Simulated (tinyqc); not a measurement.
# IGBT as a p-i-n diode in series with a MOS channel, on-state and switching loss: what changes with what

High injection (n = p) in a drift layer from x = -W/2 (anode) to +W/2 (cathode side), recombination only in the layer with lifetime tau, ideal emitters. The channel feeds the cathode side and carries the whole current. Auger recombination, carrier-carrier scattering, emitter losses and the carrier dip under the p body are left out.

Inputs (values chosen for the exercise); material values close to those of silicon: temperature T = 400 K; band gap Eg = 1.12 eV; conduction-band density of states at T Nc = 4.33e19 cm^-3; valence-band density of states at T Nv = 4.03e19 cm^-3; electron mobility mn = 743 cm^2/(V s); hole mobility mp = 255 cm^2/(V s); width of the drift layer W = 70 um; doping of the drift layer Nd = 1.2e14 cm^-3; high-injection lifetime tau = 0.64 us; current density J = 150 A/cm^2; channel and accumulation resistance Rch = 1.1 mohm cm^2; link voltage Vdc = 400 V; turn-off energy per stored charge and link voltage ks = 0.11; switching frequency f = 2 kHz.

Constants: q = 1.602176634e-19 C, kB = 1.380649e-23 J/K, Vt = kB T/q. Results are converted to the units shown.

Each table varies one quantity; the others keep the values above.

## Effect of the channel and accumulation resistance

b = mn/mp, B = (b - 1)/(b + 1), La = sqrt(2 Vt mn mp tau/(mn + mp)), y = W/(2 La). n(x) = (tau J/(2 q La))[cosh(x/La)/sinh y - B sinh(x/La)/cosh y]. Vm = Vt [(8 b/(b + 1)^2)(sinh y/s) arctan(s sinh y) + B ln((1 + B tanh^2 y)/(1 - B tanh^2 y))], s = sqrt(1 - B^2 tanh^2 y); Vj = Vt ln(n(-W/2) n(W/2)/ni^2), ni = sqrt(Nc Nv) exp(-Eg/(2 Vt)), Eg in volts; Vc = J Rch; Von = Vm + Vj + Vc. Stored charge tau J, turn-off energy Eoff = ks tau J Vdc, loss at half duty 0.5 J Von + f Eoff. A unipolar device on the same layer has Vu = J (W/(q mn Nd) + Rch).

The same in every row: y = 1.2093; Eoff (mJ/cm^2) = 4.2240.

Effect of the channel and accumulation resistance:
```
Rch (mohm cm^2)  Von (V)  Vu (V)  total loss (W/cm^2)
0.2              0.83958  73.534               71.416
0.4              0.86958  73.564               73.666
0.78             0.92658  73.621               77.941
1.5               1.0346  73.729               86.041
3.1               1.2746  73.969               104.04
6.1               1.7246  74.419               137.79
12                2.6096  75.304               204.17
```

As Rch goes from 0.2 to 12 mohm cm^2, Von rises from 0.840 to 2.61 V, Eoff stays at 4.22 mJ/cm^2 and the total loss rises from 71.4 to 204 W/cm^2. Von is below Vu in 7 of the 7 rows.

## Effect of the width of the drift layer

Same model as above.

The same in every row: Eoff (mJ/cm^2) = 4.224.

Result of one run:
```
W (um)      y  Von (V)  Vu (V)  total loss (W/cm^2)
110     1.900    1.123   115.7                92.68
```

What becomes of these results when the width of the drift layer W is changed from 110 to 37 um, all else the same?

Result of the changed run:
```
W (um)       y  Von (V)  Vu (V)  total loss (W/cm^2)
37      0.6392   0.9369   39.02                78.72
```

The whole series:
```
W (um)       y  Von (V)  Vu (V)  total loss (W/cm^2)
28      0.4837   0.9418   29.57                79.09
37      0.6392   0.9369   39.02                78.72
48      0.8293   0.9410   50.57                79.02
63       1.088   0.9604   66.32                80.48
82       1.417    1.006   86.27                83.93
110      1.900    1.123   115.7                92.68
140      2.419    1.337   147.2                108.8
```

As W goes from 28 to 140 um, Von goes from 0.942 through a minimum of 0.937 (at W = 37 um among the rows listed) to 1.34 V, Eoff stays at 4.22 mJ/cm^2 and the total loss goes from 79.1 through a minimum of 78.7 (at W = 37 um among the rows listed) to 109 W/cm^2. Von is below Vu in 7 of the 7 rows. For W = 28 to 37 um the density at the anode passes 2e17 cm^-3, where Auger recombination and emitter losses matter.

## Effect of the current density

Same model as above.

The same in every row: y = 1.209.

Results:
```
J (A/cm^2)  Von (V)  Vu (V)  Eoff (mJ/cm^2)  total loss (W/cm^2)
0.3          0.3815  0.1473        0.008448              0.07412
0.76         0.4461  0.3733         0.02140               0.2123
1.9          0.5105  0.9331         0.05350               0.5920
4.8          0.5776   2.357          0.1352                1.657
12           0.6487   5.893          0.3379                4.568
31           0.7350   15.22          0.8730                13.14
200           1.049   98.22           5.632                116.2
500           1.443   245.6           14.08                388.8
```

Estimate the missing row, J = 78 A/cm^2.

Computed row:
```
J (A/cm^2)  Von (V)  Vu (V)  Eoff (mJ/cm^2)  total loss (W/cm^2)
78           0.8503   38.31           2.196                37.55
```

With this row back in the table: As J goes from 0.3 to 500 A/cm^2, Von rises from 0.381 to 1.44 V, Eoff rises from 0.00845 to 14.1 mJ/cm^2 and the total loss rises from 0.0741 to 389 W/cm^2. Von is below Vu in 7 of the 9 rows. At low current the junction voltage makes the bipolar device the worse one. For J = 0.3 to 0.76 A/cm^2 the injected density falls below 5 Nd somewhere, so high injection is doubtful. For J = 200 to 500 A/cm^2 the density at the anode passes 2e17 cm^-3, where Auger recombination and emitter losses matter.

Computed by the program tinyqc: `OMP_NUM_THREADS=1 python tinyqc.py 2590101 2590102 out.jsonl`, one thread of a shared Intel Xeon 2.30GHz, about 0.01 s for the whole run.
